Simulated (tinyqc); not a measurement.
Single-domain magnet: Stoner-Wohlfarth switching, Neel-Arrhenius retention, LLG dynamics and spin torque: one step, computed by the program tinyqc.

The moment is uniform, with unit vector m; z is the easy axis. mu_0 = 1.25663706212e-6 T m/A, gamma = 1.76085963023e11 rad/(s T).

Question. Effective anisotropy. N_z = [p ln(p + sqrt(p^2 - 1))/sqrt(p^2 - 1) - 1]/(p^2 - 1); V = pi d^3 p/6; K_eff = K_u + K_shape, K_shape = -(mu_0 M_s^2/4)(3 N_z - 1); mu_0 H_K = 2 K_eff/M_s.

Inputs (values chosen for the exercise, for a model magnet):
```
quantity,value,unit
saturation magnetisation M_s,475,kA/m
diameter d,8,nm
aspect ratio p,3.6,-
bulk anisotropy K_u,25,kJ/m^3
```

Shape: prolate spheroid, easy axis along it.

Give: demagnetising factor N_z; volume V; K_shape; K_eff; anisotropy field mu_0 H_K.

Answer.

demagnetising factor N_z = 0.086477

volume V = 965.10 nm^3

K_shape = 52.493 kJ/m^3

K_eff = 77.493 kJ/m^3

anisotropy field mu_0 H_K = 0.32629 T

Shape gives 68 % of K_eff.
